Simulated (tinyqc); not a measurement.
Thermal stress, cracking, delamination and buckling of a thin film; Griffith cracks and misfitting inclusions: one step, computed by the program tinyqc. Command: `OMP_NUM_THREADS=1 python tinyqc.py 3004295 3004296 out.jsonl filmcrack walk`. One thread of a shared host (Intel(R) Xeon(R) Processor @ 2.30GHz), about 0.01 s of CPU time with the checks.

Isotropic linear elasticity; the substrate is much thicker than the film; stress is positive in tension.

Task: Channel cracks and edge delamination. Channel crack through the film: G = pi g G0, critical thickness where G = Gamma_f. Steady delamination from an edge: G = G0, critical thickness where G = Gamma_i.

Inputs (values chosen for the exercise, for a model film):

| quantity | value | unit |
|---|---|---|
| film Young's modulus E | 57.4 | GPa |
| deposition temperature T_d | 625 | K |
| final temperature T | 300 | K |
| film thickness h | 0.19 | micrometre |
| film toughness Gamma_f | 2.62 | J/m^2 |
| interface toughness Gamma_i | 3 | J/m^2 |

factor g = 0.9844033

G0 = 0.9854770 J/m^2

Give: driving force for channelling; critical thickness for channelling; critical thickness for delamination.

Result:

driving force for channelling = 3.0477 J/m^2

critical thickness for channelling = 0.16334 micrometre

critical thickness for delamination = 0.57840 micrometre

As the film thickens, channel cracking comes first. At h the film can fail by cracking. Caution: at a stress above 0.4 % of E a ductile film would yield, and the elastic value is then an upper bound; a brittle film in tension cracks instead.
